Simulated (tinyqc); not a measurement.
What the excited states change: donors with valley-orbit split 1s states.

Each donor binds at most one electron, in any of its states. For a site s, W_s = sum over its states of g exp(E/kT), and the ionised share is 1/(1 + W_s exp(eta)), eta = (EF - Ec)/kT; n = Nc F_1/2(eta); neutrality n + NA = ND x (mean ionised share); holes are neglected. Nc from N = 2 (m kB T/(4 pi c))^(3/2) with c = hbar^2/2m0, in 1/angstrom^3; times 1e24 for 1/cm^3, m = md. F_j(eta) = (1/Gamma(j + 1)) integral_0^infinity x^j dx/(1 + exp(x - eta)), which tends to exp(eta) for eta << 0.

Constants: hbar^2/2m0 = 3.80998211 eV angstrom^2; kB = 8.617333262e-05 eV/K.

Inputs chosen for the exercise (near those of As in Si; the results hold for these values, not for the real material):
- md = 1.066 m0 (density-of-states mass of the conduction band)
- E = (51.8, 30.4, 30.2) meV (binding energies of 1s(A1), 1s(T2), 1s(E))
- g = (2, 6, 4) (their degeneracies with spin)
- ND = 5.6e+17 1/cm^3 (donors)
- NA = 1.6e+17 1/cm^3 (compensating acceptors, all ionised)

The last columns keep only the ground state of each site (g = 2).

Results:

| T (K) | effective degeneracy | eta | n (1/cm^3) | n, ground states only | ratio |
|---|---|---|---|---|---|
| 40 | 2.02 | -14.81 | 4.95e+11 | 5.00e+11 | 0.990 |
| 60 | 2.16 | -9.87 | 1.27e+14 | 1.37e+14 | 0.927 |
| 80 | 2.44 | -7.51 | 2.08e+15 | 2.54e+15 | 0.822 |
| 110 | 3.04 | -5.81 | 1.83e+16 | 2.61e+16 | 0.702 |
| 150 | 3.90 | -4.98 | 6.68e+16 | 1.01e+17 | 0.660 |
| 200 | 4.88 | -4.70 | 1.36e+17 | 2.02e+17 | 0.672 |
| 250 | 5.69 | -4.68 | 1.94e+17 | 2.74e+17 | 0.707 |
| 300 | 6.36 | -4.75 | 2.38e+17 | 3.18e+17 | 0.748 |
| 400 | 7.36 | -4.97 | 2.95e+17 | 3.60e+17 | 0.819 |
| 500 | 8.07 | -5.20 | 3.28e+17 | 3.77e+17 | 0.868 |

The effective degeneracy grows from 2.02 to 8.07. Excited states hold electrons back, so the ratio is never above 1; it is lowest, 0.660, at 150 K of those listed, and 0.748 at 300 K. At low T the excited states empty out, and at high T more donors are ionised (n is 82 % of ND - NA in the last row), so the effect is largest in between.

Computed by tinyqc, a small Python program: `OMP_NUM_THREADS=1 python tinyqc.py 1650063 1650064 out.jsonl` (the numbers bound the seed that draws the inputs); one thread of a shared host (Intel(R) Xeon(R) Processor @ 2.30GHz), about 0.01 s for the whole set of steps.
